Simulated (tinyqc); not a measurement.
Errors against cell size: correction of a charged-defect supercell by a model charge and potential alignment (plane-averaged potentials). Computed by tinyqc, a small Python program. Command: `OMP_NUM_THREADS=1 python tinyqc.py 3111969 3111970 out.jsonl align walk`. One thread of a shared host (Intel(R) Xeon(R) Processor @ 2.30GHz), about 0.01 s of CPU time with the checks.

The "true" defect charge is (1 - x) q in a Gaussian of width sigma plus x q in one of width sigma_t, so the exact answer is known; the correction sees only a single model Gaussian of width sigma_m. A Gaussian of width s has the transform rho(G) = exp(-G^2 s^2/2), normalised to 1. A uniform background cancels q, so G = 0 is left out. Potentials are those felt by a unit positive charge. E_0 is the formation energy of the isolated defect, E_cell its value in the supercell, E_lat = E_iso - E_per of the model charge, C the true less the model potential far from the defect; the exact correction is E_0 - E_cell, and the error of a scheme is E_cell plus its correction less E_0.

Inputs (values chosen for the exercise, with screening close to that of GaN):
```
quantity                               value      unit
defect charge q                           -2         e
dielectric constant eps                 9.13         -
edge of the cubic cell L                11.2  angstrom
width sigma of the true defect charge      1  angstrom
width sigma_m of the model charge       0.81  angstrom
share x of the charge in a wide tail    0.24         -
width sigma_t of the tail                1.5  angstrom
```

Constants: e^2/(4 pi eps_0) = 14.39964548 eV angstrom.

Method:
- Periodic energy E_per = (2 pi q^2/(eps L^3)) (e^2/(4 pi eps_0)) sum_(G != 0) rho(G)^2/G^2, G = (2 pi/L)(n1, n2, n3), |n_i| <= 16. Isolated energy: two Gaussians of charges q_a, q_b and widths a, b interact by q_a q_b (e^2/(4 pi eps_0 eps)) sqrt(2/pi)/sqrt(a^2 + b^2), and the self-energy is half the sum over pairs.
- Plane-averaged potential at distance z from the defect: V(z) = (4 pi q/(eps L^3)) (e^2/(4 pi eps_0 e)) sum_(m != 0) rho(G_m) cos(G_m z)/G_m^2, G_m = 2 pi m/L, |m| <= 40.
- Schemes: none; point-charge term alpha q^2 e^2/(4 pi eps_0 eps 2 L), alpha = 2.837297; E_lat of the model; E_lat - q C with C at z = L/2.

Error against E_0 (meV):
```
L (angstrom)     none  point charge  model charge  model and alignment
7.84          -1034.7        106.89        52.923               1.2799
9.52           -880.4         59.72        29.581               0.1281
11.20          -762.4         36.68        18.167               0.0103
13.40          -646.5         21.42        10.608               0.0003
16.80          -521.9         10.87         5.383               0.0000
```

What does the comparison show, and why?

Between the last two rows the uncorrected error scales as L^-0.95 and the point-charge remainder as L^-3.00. With alignment the error is +1.3 meV in the smallest cell and 0.00 meV in the largest.

Extremes, crossings and ranges named in words are read from the listed rows.
